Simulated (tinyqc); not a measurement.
Anneal temperature: kinetics of strain relaxation and threading dislocations in mismatched semiconductor layers. Computed by tinyqc, a small Python program. Command: `OMP_NUM_THREADS=1 python tinyqc.py 3024569 3024570 out.jsonl threading walk`. One thread of a shared host (Intel(R) Xeon(R) Processor @ 2.30GHz), about 0.01 s of CPU time with the checks.

60-degree dislocations on {111} planes of a (001) layer, isotropic elasticity. The Schmid factor is 1/sqrt(6), and a misfit segment relieves strain with b/2.

Inputs (values chosen for the exercise, modelled on Si(0.8)Ge(0.2) on Si):

| quantity | value | unit |
|---|---|---|
| misfit f | 0.00799 | - |
| shear modulus G | 65.5 | GPa |
| Poisson ratio nu | 0.27 | - |
| Burgers vector b | 3.88 | angstrom |
| glide activation energy Q | 2.1 | eV |
| velocity prefactor v0 | 35000 | m/s per MPa |
| layer thickness h | 150 | nm |
| anneal temperature T | 803 | K |
| anneal time t | 370 | s |
| initial thread density rho_0 | 670000 | 1/cm^2 |
| multiplication constant delta | 8000 | 1/m |

Sources: multiplication.

Constants: k_B = 8.617333262e-05 eV/K.

Method:
- Excess resolved stress tau = (1/sqrt 6) [2 G (1 + nu)/(1 - nu)] (e - e_eq), e_eq = b (1 - nu/4) [ln(h/b) + 1]/(4 pi (1 + nu) h), the Matthews-Blakeslee strain of an uncapped layer; glide velocity v = v0 tau exp(-Q/(k_B T)), tau in MPa.
- Threads run in two directions, so de/dt = -(b/4) rho v, and they multiply as d rho/dt = delta rho v. With x = e - e_eq, x0 = f - e_eq (fully strained at t = 0) and v = m S x (m the mobility, S x = tau): rho = rho_0 + (4 delta/b)(x0 - x), so dx/dt = -k x (a - x), k = delta m S, a = x0 + b rho_0/(4 delta): a logistic law, x = a/[1 + (a/x0 - 1) exp(k a t)].
- The half time is that at which x = x0/2.

half time = 370.003 s

excess stress tau = 645.565 MPa

equilibrium strain e_eq = 0.00105153

After the time t:

| T (K) | first velocity (micrometre/s) | relieved (%) | threads (1/cm^2) | half time (s) |
|---|---|---|---|---|
| 697 | 1.4777e-02 | 5.2336e-02 | 6.9995e+05 | 3.7379e+04 |
| 722 | 4.9588e-02 | 1.8493e-01 | 7.7582e+05 | 1.1139e+04 |
| 752 | 1.9062e-01 | 8.8293e-01 | 1.1753e+06 | 2.8978e+03 |
| 775 | 4.9870e-01 | 3.8418e+00 | 2.8684e+06 | 1.1076e+03 |
| 803 | 1.4928e+00 | 4.9999e+01 | 2.9282e+07 | 3.7000e+02 |
| 822 | 3.0107e+00 | 9.8961e+01 | 5.7300e+07 | 1.8347e+02 |
| 848 | 7.4718e+00 | 1.0000e+02 | 5.7894e+07 | 7.3926e+01 |
| 891 | 2.9905e+01 | 1.0000e+02 | 5.7894e+07 | 1.8470e+01 |

What does the comparison show, and why?

The half time follows exp(Q/(k_B T)), a decade for each 61 K near 803 K. Relief goes from 3.8 % at 775 K to 99.0 % at 822 K: with multiplication the onset is abrupt, after an incubation in which threads breed, and the final density is set by delta, not by rho_0. Caution: rows with more than 50 % relieved leave out blocking by crossing misfit lines, which slows real layers.

Extremes, crossings and ranges named in words are read from the listed rows.
